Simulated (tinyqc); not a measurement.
From s_xx back to length of each stressor S: stress in a transistor channel from embedded alloy regions, liners and fins, by half-space elasticity. Computed by tinyqc, a small Python program. Command: `OMP_NUM_THREADS=1 python tinyqc.py 3000763 3000764 out.jsonl stressor inv`. One thread of a shared host (Intel(R) Xeon(R) Processor @ 2.30GHz), about 0.1 s of CPU time with the checks.

Plane strain in an isotropic half-space, the same constants everywhere; x along the channel from its centre, y downwards from the free surface; stress is positive in tension.

Inputs (values chosen for the exercise, modelled on silicon): alloy fraction x = 0.32; lattice change per unit x, beta = 0.0417; Young's modulus E = 158 GPa; Poisson ratio nu = 0.24; channel length L = 92 nm; recess depth d = 85 nm; depth of the field point y = 4 nm.

Stressor: Si(1-x)Ge(x) source and drain.

Method. Misfit e = beta x. A fully constrained inclusion holds the stress -p with p = E e/(1 - 2 nu); a blanket film would hold -E e/(1 - nu) in the plane. A line element dA of misfit at (a, c) in the half-space gives, with C = E e/(2 pi (1 - nu)), X = x - a, r1^2 = X^2 + (y - c)^2, r2^2 = X^2 + Y^2, Y = y + c: s_xx = -C dA {[X^2 - (y - c)^2]/r1^4 + 3 [X^2 - Y^2]/r2^4 + 4 y Y (Y^2 - 3 X^2)/r2^6}, s_yy = C dA {[X^2 - (y - c)^2]/r1^4 - [X^2 - Y^2]/r2^4 + 4 y Y (Y^2 - 3 X^2)/r2^6}. These are integrated over two rectangles, L/2 < |a| < L/2 + S, 0 < c < d (closed form in a, 200 Gauss-Legendre points in c).

Problem. A run gave the result below. Find the length of each stressor S, known to lie between 37 and 120 nm.

s_xx = -1232.713 MPa

Solution.

Each step takes the trial c = (a f_b - b f_a)/(f_b - f_a), f being the result less the target and a, b, c the logarithms of the listed values; c replaces end b, the old b replaces a if the sign of f changed, and otherwise f_a is halved.

Scan of the range:
```
length of each stressor S (nm)  s_xx (MPa)
37.0                               -829.88
45.0                               -977.21
54.8                              -1142.03
66.6                              -1319.45
81.1                              -1509.72
98.6                              -1704.99
120.0                             -1902.67
```

False position (Illinois rule, in the logarithm of the input) inside the bracket:
```
step    end a    end b    trial  s_xx (MPa)
1     54.8000  66.6000  60.5439    -1231.12
2     66.6000  60.5439  60.6483    -1232.69
3     66.6000  60.6483  60.6517    -1232.74
4     60.6483  60.6517  60.6500    -1232.71
```

s_xx falls at every point of a 13-point scan of the range (every second point is shown), so one value fits; it is bracketed by 54.8 and 66.6. Answer: length of each stressor S = 60.65 nm.
